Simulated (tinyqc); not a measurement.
Worked calculation: CIS on RHF in the sto-6g basis, for H2, spin multiplicity 1. One step of it, computed by the program tinyqc.

Task: Iteration 3 (converged): orbitals. Diagonalise F' = X^T F X, C = X C', fill 1 alpha and 1 beta electrons from the bottom; D = 2 C_occ C_occ^T. Each column has its largest component positive (the first on a tie).

converged F (hartree):
```
           1H 1s      2H 1s
1H 1s  -0.340392  -0.571138
2H 1s  -0.571138  -0.340392
```

X:
```
           1H 1s      2H 1s
1H 1s   1.208336  -0.423774
2H 1s  -0.423774   1.208336
```

Give: F' = X^T F X; orbital energies; coefficients C; D after iteration 3.

Result:

F' = X^T F X (hartree):
```
        1       2
1   0.027  -0.588
2  -0.588   0.027
```

orbital energies (hartree): MO1 -0.561, MO2 0.615

coefficients C:
```
         MO1     MO2
1H 1s  0.555   1.154
2H 1s  0.555  -1.154
```

D after iteration 3:
```
       1H 1s  2H 1s
1H 1s  0.616  0.616
2H 1s  0.616  0.616
```
